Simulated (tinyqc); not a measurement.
A particle near a wafer in liquid: double-layer and van der Waals forces (DLVO), deposition barrier and removal: one step, computed by the program tinyqc.

Sphere and flat wall, Derjaguin approximation, constant potentials in the linear-superposition form, no retardation and no hydration force.

Task: Screening. kappa^2 = 2 z^2 e^2 N_A (1000 c)/(eps eps_0 k_B T); gamma_i = tanh(z e psi_i/(4 k_B T)); Z = 64 pi eps eps_0 (k_B T/(z e))^2 gamma_1 gamma_2.

Inputs (values chosen for the exercise, of the order of those for polymer latex on silicon in water): particle radius R = 28 nm; potential of the particle psi_1 = -12 mV; potential of the wafer psi_2 = -56 mV; salt concentration c = 0.0043 mol/L; valence z of the symmetric salt = 1; temperature T = 293 K; dielectric constant of the liquid = 80.2.

Constants: e = 1.602176634e-19 C; N_A = 6.02214076e+23 1/mol; eps_0 = 8.8541878128e-12 F/m; k_B = 1.380649e-23 J/K; k_B = 8.617333262e-05 eV/K.

Give: kappa; Debye length; gamma_1; gamma_2; Z; kappa R.

Result:

kappa = 0.2151 1/nm

Debye length = 4.648 nm

gamma_1 = -0.1183

gamma_2 = -0.5039

Z = 5.424 pN

kappa R = 6.024

Like signs: the double layers repel.
